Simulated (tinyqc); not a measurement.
From results back to parameters: two-band k.p model of the Delta valleys near the X point under shear strain. Five cases, with inputs chosen for the exercise.

Problem. Under a shear strain exy (|eta| < 1) the valley on the [001] axis has ml(eta) = ml/(1 - eta^2), 1/m[110] = 1/mt + eta/Mp and 1/m[1-10] = 1/mt - eta/Mp with Mp > 0, eta = D exy/Delta, Delta = 2 c k0^2/ml, k0 = kx0 2 pi/a, c = hbar^2/2m0.

Constants: hbar^2/2m0 = 3.80998211 eV angstrom^2.

Find: mt; eta; Mp; D.

Method. The mean of the two inverse transverse masses is 1/mt; eta^2 = 1 - ml/ml(eta), with the sign of 1/m[110] - 1/m[1-10] = 2 eta/Mp, which then gives Mp; D = eta Delta/exy.

Case 1.

Values chosen (near those of Si; shifted at random, so the results belong to these values and not to a real crystal): a = 5.429 angstrom (lattice constant); ml = 0.896 m0 (longitudinal mass); kx0 = 0.151 2 pi/a (distance of the minimum from X); exy = 0.0016 (shear strain).

m[110], m[1-10], ml(eta) (m0): 0.18103724  0.20896227  0.90261814

Solution.

mt = 0.194 m0
eta = 0.0856
Mp = 0.232 m0
D = 13.9 eV

Case 2.

Values chosen (near those of Si; shifted at random, so the results belong to these values and not to a real crystal): a = 5.427 angstrom (lattice constant); ml = 0.889 m0 (longitudinal mass); kx0 = 0.149 2 pi/a (distance of the minimum from X); exy = 0.0049 (shear strain).

m[110], m[1-10], ml(eta) (m0): 0.16000106  0.24634669  0.94813164

Solution.

mt = 0.194 m0
eta = 0.2497
Mp = 0.228 m0
D = 13.0 eV

Case 3.

Values chosen (near those of Si; shifted at random, so the results belong to these values and not to a real crystal): a = 5.424 angstrom (lattice constant); ml = 0.899 m0 (longitudinal mass); kx0 = 0.143 2 pi/a (distance of the minimum from X); exy = 0.0016 (shear strain).

m[110], m[1-10], ml(eta) (m0): 0.18234233  0.21659930  0.90803456

Solution.

mt = 0.198 m0
eta = 0.0997
Mp = 0.230 m0
D = 14.5 eV

Case 4.

Values chosen (near those of Si; shifted at random, so the results belong to these values and not to a real crystal): a = 5.43 angstrom (lattice constant); ml = 0.939 m0 (longitudinal mass); kx0 = 0.154 2 pi/a (distance of the minimum from X); exy = 0.0058 (shear strain).

m[110], m[1-10], ml(eta) (m0): 0.15161423  0.26171299  1.04752080

Solution.

mt = 0.192 m0
eta = 0.3219
Mp = 0.232 m0
D = 14.3 eV

Case 5.

Values chosen (near those of Si; shifted at random, so the results belong to these values and not to a real crystal): a = 5.437 angstrom (lattice constant); ml = 0.926 m0 (longitudinal mass); kx0 = 0.145 2 pi/a (distance of the minimum from X); exy = 0.0019 (shear strain).

m[110], m[1-10], ml(eta) (m0): 0.17860219  0.21230328  0.93621057

Solution.

mt = 0.194 m0
eta = 0.1044
Mp = 0.235 m0
D = 12.7 eV

Computed by tinyqc, one run a case: `OMP_NUM_THREADS=1 python tinyqc.py N N+1 out.jsonl` with N = 1050358, 1050382, 1050385, 1050408, 1050409; one thread of a shared Intel(R) Xeon(R) Processor @ 2.30GHz, about 0.01 s a run at most.
